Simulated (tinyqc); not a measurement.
Depolarisation shift: optical transitions of a finite quantum well.

Each carrier sees a square well of width L with its own depth V and masses m (inside), mb (outside); c = hbar^2/2m0, k = sqrt(m E/c), kappa = sqrt(mb (V - E)/c), and level n solves k L + 2 atan[(k/m)/(kappa/mb)] = n pi. The envelope is cos(kz) for odd n and sin(kz) for even n inside, joins exp(-kappa (|z| - L/2)) outside, and is normalised to 1. Excitons and band mixing are left out.

Constants: hbar^2/2m0 = 3.80998211 eV angstrom^2; e^2/(4 pi eps0) = 14.39964547 eV angstrom.

Inputs chosen for the exercise (near those of a GaAs well in AlGaAs; the results hold for these values, not for the real material): L = 128 angstrom (well width); Vc = 0.211 eV (conduction offset); me = 0.066 m0 (electron, well); meb = 0.0886 m0 (electron, barrier); eps = 11.3 (background dielectric constant); Nss = (0.027, 0.068, 0.14, 0.27, 0.41, 0.54, 0.81) x 1e12/cm^2 (sheet densities).

The collective line lies at E12 sqrt(1 + a), a = 8 pi q (n1 - n2) S/(eps E12), q = e^2/(4 pi eps0), S = integral over z of (integral up to z of psi_1 psi_2)^2. Zero temperature with the mass me in both subbands: n1 - n2 = Ns until Ns reaches D E12, D = me/(2 pi c), and D E12 beyond. 1e12/cm^2 = 1e-4/angstrom^2; exchange and the static band bending by the charge are left out.

Line position:

| Ns (1e12/cm^2) | n1 - n2 | a | line (meV) | shift (meV) |
|---|---|---|---|---|
| 0.027 | 0.027 | 0.0134 | 61.04 | 0.40 |
| 0.068 | 0.068 | 0.0337 | 61.65 | 1.01 |
| 0.14 | 0.140 | 0.0693 | 62.70 | 2.07 |
| 0.27 | 0.270 | 0.1337 | 64.56 | 3.93 |
| 0.41 | 0.410 | 0.2030 | 66.50 | 5.87 |
| 0.54 | 0.540 | 0.2674 | 68.26 | 7.63 |
| 0.81 | 0.810 | 0.4011 | 71.77 | 11.14 |

S = 9.375 angstrom
E12 = 60.63 meV

The upward shift grows from 0.40 to 11.14 meV, 18.4 % of E12 at most. For small a the shift is a E12/2, linear in Ns; in the last row that rule gives 12.16 meV. S/L = 0.0732, against 5/(9 pi^2) = 0.0563 for hard walls.

Run: tinyqc, `OMP_NUM_THREADS=1 python tinyqc.py 1252193 1252194 out.jsonl`; Intel(R) Xeon(R) Processor @ 2.30GHz, one thread, shared host; about 0.08 s of CPU time with all checks.
